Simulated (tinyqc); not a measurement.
# Worked calculation: on-chip interconnect, size-dependent resistivity and RC delay

Program tinyqc, `OMP_NUM_THREADS=1 python tinyqc.py 2100112 2100113 out.jsonl`; Intel Xeon 2.30GHz, shared host, one thread, about 0.01 s. Printed values are rounded.

A rectangular line between two neighbours and two ground planes. Surface and grain-boundary scattering are added to the bulk resistivity as corrections; capacitances are parallel-plate values without fringing; inductance is ignored.

Inputs (values chosen for the exercise); metal values close to those of aluminium: bulk resistivity rho0 = 2.61 uohm cm; bulk mean free path lam = 19.4 nm; specular share of surface scattering ps = 0; reflection coefficient of grain boundaries Rg = 0.44; grain size over the metal width gr = 1; drawn line width wd = 22 nm; aspect ratio, height over width AR = 2.3; liner on both walls and the bottom, not conducting tl = 2.3 nm; space to the neighbouring lines sp = 33 nm; dielectric height to the planes above and below hd = 35 nm; relative permittivity of the dielectric ek = 3; Miller factor of the neighbours Mf = 0; line length Lw = 6.5 um; driver resistance Rd = 610 ohm; load capacitance Cl = 0.38 fF; time step dt = 0.22 ps.

Constants: eps0 = 8.8541878128e-12 F/m. Results are converted to the units shown.

Range of the model: The metal width is under the mean free path, where the thick-limit surface term and the simple sum of corrections lose accuracy.

## Resistivity, resistance and capacitance per length

Metal width x = wd - 2 tl, height y = AR wd - tl; grain boundaries (Mayadas-Shatzkes): al = (lam/(gr x)) Rg/(1 - Rg), g = 1/[1 - 3 al/2 + 3 al^2 - 3 al^3 ln(1 + 1/al)] - 1; surfaces (Fuchs-Sondheimer, thick limit): s = (3/8) lam (1 - ps)(1/x + 1/y); rho = rho0 (1 + g + s); r = rho/(x y); c = eps0 ek (2 wd/hd + 2 Mf AR wd/sp).

x = 17.4 nm
y = 48.3 nm
al = 0.8760263
g = 1.210588
s = 0.5687246
rho = 7.254005 uohm cm
r = 86.31404 ohm/um
c = 0.03339294 fF/um

rho is 2.78 times the bulk value; grain boundaries add more (1.21 against 0.569). The liner takes 24.5 % of the cross-section.

## Ladder and Elmore delays

7 equal pi sections: series Rs = r Lw/7; node capacitances c Lw/7, halved at nodes 0 and 7, with Cl added to node 7; Rd feeds node 0. Elmore delay of node k: the sum, over the resistors on the path to k, of resistance times all capacitance downstream of it.

Rs = 80.14875 ohm

```
node	C (fF)	Elmore delay (ps)
0	0.01550386	0.3642030
1	0.03100773	0.4108135
2	0.03100773	0.4549388
3	0.03100773	0.4965789
4	0.03100773	0.5357337
5	0.03100773	0.5724033
6	0.03100773	0.6065877
7	0.3955039	0.6382868
```

The far-end value equals Rd (c Lw + Cl) + r Lw (c Lw/2 + Cl) for any number of pi sections; the line resistance contributes 42.9 % of it.

## Step 1: node voltages after a time step

v at t = 0, node 0 to 7 (V): 0  0  0  0  0  0  0  0

A 1 V step is applied behind Rd at t = 0. C dv/dt = -G v + b, with G the conductance matrix of the ladder (1/Rs between neighbours, 1/Rd added at node 0) and b = (1 V/Rd, 0, ...). Backward Euler step: (C/dt + G) v(new) = (C/dt) v + b.

v at t = 1 dt, node 0 to 7 (V): 0.5378174  0.4801283  0.4278630  0.3804311  0.3372966  0.2979725  0.2620144  0.2290162

## Step 2: node voltages after a time step

As before.

v at t = 2 dt, node 0 to 7 (V): 0.6790871  0.6377198  0.5981328  0.5604692  0.5248394  0.4913282  0.4600013  0.4309108

## Course in time

A 1 V step is applied behind Rd at t = 0. C dv/dt = -G v + b, with G the conductance matrix of the ladder (1/Rs between neighbours, 1/Rd added at node 0) and b = (1 V/Rd, 0, ...). Backward Euler step: (C/dt + G) v(new) = (C/dt) v + b. The last column solves the same ladder exactly by its modes.

Voltages (V):
```
t (ps)	node 0	node 3	node 7	node 7, exact
0.2200	0.5378	0.3804	0.2290	0.2630
0.4400	0.6791	0.5605	0.4309	0.4884
0.6600	0.7666	0.6795	0.5826	0.6448
0.8800	0.8291	0.7653	0.6942	0.7534
1.100	0.8748	0.8281	0.7759	0.8288
1.320	0.9083	0.8741	0.8358	0.8812
1.540	0.9328	0.9077	0.8797	0.9175
1.760	0.9508	0.9324	0.9119	0.9427
1.980	0.9639	0.9505	0.9354	0.9602
2.200	0.9736	0.9637	0.9527	0.9724
2.420	0.9806	0.9734	0.9654	0.9808
2.640	0.9858	0.9805	0.9746	0.9867
```

The far end of the ladder reaches 0.5 V at 0.4539 ps, 0.711 of its Elmore delay (ln 2 = 0.693 for a single pole); the slowest mode has a time constant of 0.6028 ps. The largest error of the backward Euler steps at that node is 62 mV.
